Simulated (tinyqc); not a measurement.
Hubbard ring of 6 sites, step by step. One step of it, computed by the program tinyqc.

Question. Mean-field iteration 2. H(up) = T + U n(down), H(down) = T + U n(up); fill the lowest levels; n(new) = n + mixing (n(out) - n); E = tr T (rho up + rho down) + U sum n_up n_down of the output.

one-body matrix (hopping and site energies) (eV), lower triangle:
```
           1          2          3          4          5         6
1  -0.830000
2  -1.060000  -0.660000
3   0.000000  -1.060000   0.670000
4   0.000000   0.000000  -1.060000  -0.390000
5   0.000000   0.000000   0.000000  -1.060000   0.510000
6  -1.060000   0.000000   0.000000   0.000000  -1.060000  0.160000
```

U = 0.500000 eV

electrons, up and down: 2  2

mixing = 0.200000

n(up) after iteration 1: 1 0.375171, 2 0.335607, 3 0.297222, 4 0.389086, 5 0.310679, 6 0.290634

n(down) after iteration 1: 1 0.375171, 2 0.335607, 3 0.297222, 4 0.389086, 5 0.310679, 6 0.290634

Give: levels, up; levels, down; energy; n(up) after iteration 2; n(down) after iteration 2.

Answer.

levels, up (eV): -2.216  -1.194  -0.804  0.837  1.503  2.332

levels, down (eV): -2.216  -1.194  -0.804  0.837  1.503  2.332

energy = -7.091 eV

n(up) after iteration 2: 1 0.408, 2 0.338, 3 0.269, 4 0.433, 5 0.294, 6 0.257

n(down) after iteration 2: 1 0.408, 2 0.338, 3 0.269, 4 0.433, 5 0.294, 6 0.257
